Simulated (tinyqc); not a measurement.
# Admittance spectroscopy of a deep trap: admittance against temperature

Schottky contact on an n-type layer with shallow donors Nd (all ionised) and a donor-like deep trap, neutral when filled and positive when empty; depletion approximation. Traps within lam of the depletion edge stay filled. The traps at xt = W - lam, where the level crosses the Fermi level, follow a slow signal and not a fast one. w = 2 pi f.

Emission rate en = sn vth(T) Nc(T) exp(-Et/kB T) = sn g T^2 exp(-Et/kB T), g = vth Nc/(300 K)^2, as vth goes as T^0.5 and Nc as T^1.5 (degeneracy factor 1). lam = sqrt(2 eps0 eps_r (EF - ET)/(q Nd)), EF - ET = Et - (kB T/q) ln(Nc(T)/Nd), Nc(T) = Nc (T/300 K)^1.5. In the steady state at the band bending V, 2 eps0 eps_r V/q = Nd W^2 + Nt (W - lam)^2 (the second term only if W > lam). V = Vbi + Vr. C_HF = eps0 eps_r/W, C_LF = eps0 eps_r (Nd + Nt)/(Nd W + Nt xt). Inflection frequency w0 = 2 en [1 + Nt xt/(Nd W)]; C = C_HF + (C_LF - C_HF)/(1 + (w/w0)^2), G/w = (C_LF - C_HF)(w/w0)/(1 + (w/w0)^2).

Inputs (values chosen for the exercise); material values close to those of 4H silicon carbide:
- eps_r = 9.84 (relative permittivity)
- Nc = 1.69e19 cm^-3 (conduction-band density of states at 300 K)
- vth = 1.9e7 cm/s (thermal velocity at 300 K)
- Nd = 1.1e15 cm^-3 (shallow donor density)
- Vbi = 1.38 V (built-in voltage)
- Et = 0.13 eV (depth of the trap below the conduction edge)
- sn = 8.7e-15 cm^2 (capture cross-section)
- Nt = 9.7e14 cm^-3 (trap density)
- Vr = 0 V (reverse bias)
- f = 8.3e5 Hz (signal frequency)

Constants: q = 1.602176634e-19 C, kB = 1.380649e-23 J/K, eps0 = 8.8541878128e-14 F/cm where lengths are in cm. Results are converted to the units shown.

Result of one run:
```
w0/(2 pi) (Hz)  C (nF/cm^2)  G/w (nF/cm^2)
1.419e5               9.175         0.1974
```

Which temperature T gave this result: 107, 112, 117, 132 or 137 K?

T = 107 K.

The whole series:
```
T (K)  w0/(2 pi) (Hz)  C (nF/cm^2)  G/w (nF/cm^2)
102           6.432e4        9.116        0.09461
107           1.419e5        9.175         0.1974
112           2.930e5        9.303         0.3599
117           5.713e5        9.567         0.5148
122           1.059e6        9.905         0.5125
127           1.877e6        10.14         0.3721
132           3.198e6        10.23         0.2317
137           5.260e6        10.26         0.1379
142           8.381e6        10.27        0.08171
147           1.298e7        10.27        0.04866
152           1.962e7        10.26        0.02902
```

G/w goes from 0.0946 through a maximum of 0.515 (at T = 117 K among the rows listed) to 0.0290 nF/cm^2, where w0 passes the signal: w0/(2 pi) rises from 64300 to 1.96e7 Hz. C goes from 9.116 through a maximum of 10.27 (at T = 142 K among the rows listed) to 10.26 nF/cm^2. In 2 of the 11 rows T is below 110 K, where shallow donors begin to freeze out; the model keeps them ionised.

tinyqc, about 0.01 s, one thread, Intel Xeon 2.30GHz (shared host): `OMP_NUM_THREADS=1 python tinyqc.py 2050082 2050083 out.jsonl`
